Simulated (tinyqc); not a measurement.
Band bending at a free surface with a continuum of surface states, surface photovoltage and Kelvin probe: two steps of the calculation.

n-type bulk, xi = Ec - EF = Vt ln(Nc/Nd), p0 = ni^2/Nd, ni = sqrt(Nc Nv) exp(-Eg/(2 Vt)), Eg in volts. b is the upward band bending, u = b/Vt. Space charge per area, in units of q: Qc = sign(b) sqrt((2 eps0 eps_r Vt/q) [(Nd + dn)(exp(-u) - 1) + Nd u + (p0 + dn)(exp(u) - 1)]), with dn the excess density under light (flat quasi-Fermi levels; 0 in the dark). The states hold -Ds (E0 - xi - b): negative while the Fermi level lies above the neutrality level. Neutrality: Qc + Qf + (charge of the states) = 0.

Parameters, values chosen for the exercise; band and dielectric values close to those of gallium arsenide:
- T = 300 K (temperature)
- Eg = 1.43 eV (band gap)
- eps_r = 12.9 (relative permittivity)
- Nc = 4.32e17 cm^-3 (conduction-band density of states at T)
- Nv = 9.13e18 cm^-3 (valence-band density of states at T)
- chi = 4.11 eV (electron affinity)
- Nd = 1.6e15 cm^-3 (donor density)
- Qf = 2.6e10 cm^-2 (fixed positive charge at the surface)
- Ds = 2.2e11 cm^-2 eV^-1 (density of surface states)
- E0 = 0.74 eV (depth of their neutrality level below the conduction edge)

Constants: q = 1.602176634e-19 C, kB = 1.380649e-23 J/K, Vt = kB T/q, eps0 = 8.8541878128e-14 F/cm where lengths are in cm. Results are converted to the units shown.

Problem 1. Bulk quantities. xi, ni, p0, the Debye length sqrt(eps0 eps_r Vt/(q Nd)) and the flat-band work function chi + xi.

Find: xi; ni; p0; Debye length; chi + xi.

Solution 1.

xi = 0.1447 eV
ni = 1.934e6 cm^-3
p0 = 0.002338 cm^-3
Debye length = 107.3 nm
chi + xi = 4.255 eV

Problem 2. Band bending in the dark. Newton step: b(new) = b - (Qc + Qf - Ds (E0 - xi - b))/(dQc/db + Ds), dQc/db = (eps0 eps_r/q) [Nd (1 - exp(-u)) + p0 exp(u)]/Qc.

b after iteration 1 = 0.17154418 V

Wanted: b after iteration 2.

Solution 2.

b after iteration 2 = 0.1944 V

Computed by the program tinyqc: `OMP_NUM_THREADS=1 python tinyqc.py 2430140 2430141 out.jsonl`, one thread of a shared Intel Xeon 2.30GHz, about 0.01 s for the whole run.
